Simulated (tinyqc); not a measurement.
# Capacitance measurement on a leaky thin oxide: effects of series resistance and leakage: two studies

The device is a capacitance C in parallel with a leakage conductance G, in series with Rs and Ls. An impedance meter reports either a parallel pair (Cp, Gp) from Y = 1/Z = Gp + i w Cp or a series pair (Cs, Rm) from Z = Rm + 1/(i w Cs); w = 2 pi f, dissipation D = Gp/(w |Cp|).

Values chosen for this exercise; values of the order met in thin-oxide MOS capacitors:

| symbol | value | unit | meaning |
|---|---|---|---|
| eox | 3.9 |  | relative permittivity of the gate insulator (close to silicon dioxide) |
| tox | 2.5 | nm | insulator thickness |
| A | 2500 | um^2 | gate area |
| zc | 0.41 | nm | oxide-equivalent thickness added by the accumulation layer |
| zp | 0.35 | nm | oxide-equivalent thickness added by gate depletion |
| Jg | 1.6 | A/cm^2 | gate leakage current density, not matched to the thickness |
| Vs | 0.4 | V | voltage for an e-fold rise of the leakage |
| Rs | 71 | ohm | series resistance |
| Ls | 0 | nH | series inductance |
| f | 1e6 | Hz | measuring frequency |

Constants: eps0 = 8.8541878128e-14 F/cm where lengths are in cm. Results are converted to the units shown.

Each table varies one quantity; the others keep the values above.

## Readings against frequency

EOT = 3.9 tox/eox; CET = EOT + zc + zp; C = 3.9 eps0 A/CET; G = Jg A/Vs. Z = Rs + i w Ls + 1/(G + i w C); CET read from Cp = 3.9 eps0 A/Cp; errors under 0.001 % are printed as 0.

The same in every row: C (pF) = 26.48.

Readings against frequency:
```
f (Hz)  Cp (pF)  Cs (pF)       D  error of Cp (%)  error of Cs (%)  CET read from Cp (nm)
1000      26.11  9.565e6   605.3            -1.41           3.61e7                  3.306
3000      26.11  1.063e6   201.8            -1.41           4.01e6                  3.306
10000     26.11  9.568e4   60.53            -1.41           3.61e5                  3.306
30000     26.11  1.065e4   20.18            -1.41           4.01e4                  3.306
1e5       26.11    983.0   6.054            -1.41             3610                  3.306
3e5       26.11    132.8   2.021            -1.41              401                  3.306
1e6       26.11    36.05  0.6171            -1.42             36.1                  3.307
3e6       26.08    27.54  0.2372            -1.53             4.01                  3.311
1e7       25.75    26.58  0.1787            -2.74            0.361                  3.352
3e7       23.23    26.49  0.3746            -12.3           0.0401                  3.716
```

D goes from 605 through a minimum of 0.179 (at f = 1e7 Hz among the rows listed) to 0.375; without inductance its minimum lies at f = sqrt(G (1 + G Rs)/Rs)/(2 pi C) = 7.16e6 Hz. The error of Cp goes from -1.41 to -12.3 % and that of Cs from 3.61e7 to 0.0401 %; at low frequency Cp tends to C/(1 + G Rs)^2 and Cs grows as 1 + (G/(w C))^2. One of the two readings is within 2 % of C for f = 1000, 3000, 10000, 30000, 1e5, 3e5, 1e6, 3e6, 1e7, 3e7 Hz. For f = 1000, 3000, 10000, 30000, 1e5, 3e5 D exceeds 1, where the accuracy of real meters degrades in proportion to sqrt(1 + D^2).

## Effect of the gate leakage current density, not matched to the thickness

Same model as above.

The same in every row: C (pF) = 26.48.

Result of one run:
```
Jg (A/cm^2)  Cp (pF)  Cs (pF)        D  error of Cp (%)  error of Cs (%)  CET read from Cp (nm)
0.02           26.47    26.48  0.01933          -0.0317          5.64e-3                  3.261
```

What becomes of these results when the gate leakage current density, not matched to the thickness Jg is changed from 0.02 to 0.001 A/cm^2, all else the same?

Result of the changed run:
```
Jg (A/cm^2)  Cp (pF)  Cs (pF)        D  error of Cp (%)  error of Cs (%)  CET read from Cp (nm)
0.001          26.48    26.48  0.01219          -0.0148                0                  3.260
```

The whole series:
```
Jg (A/cm^2)  Cp (pF)  Cs (pF)        D  error of Cp (%)  error of Cs (%)  CET read from Cp (nm)
1e-5           26.48    26.48  0.01182          -0.0140                0                  3.260
0.0001         26.48    26.48  0.01185          -0.0140                0                  3.260
0.001          26.48    26.48  0.01219          -0.0148                0                  3.260
0.02           26.47    26.48  0.01933          -0.0317          5.64e-3                  3.261
0.2            26.43    26.63  0.08701           -0.191            0.564                  3.266
2              26.01    41.43   0.7697            -1.77             56.4                  3.319
30             20.62     3389    12.78            -22.1           1.27e4                  4.186
300            4.872  3.363e5    262.7            -81.6           1.27e6                  17.72
```

As Jg goes from 1e-5 to 300, the error of Cp goes from -0.0140 to -81.6 %, that of Cs from 0 to 1.27e6 %, and D rises from 0.0118 to 263. The CET read from Cp goes from 3.26 to 17.7 nm against the true 3.26 nm. For Jg = 30, 300 D exceeds 1, where the accuracy of real meters degrades in proportion to sqrt(1 + D^2).

Program tinyqc, `OMP_NUM_THREADS=1 python tinyqc.py 2022006 2022007 out.jsonl`; Intel Xeon 2.30GHz, shared host, one thread, about 0.01 s.
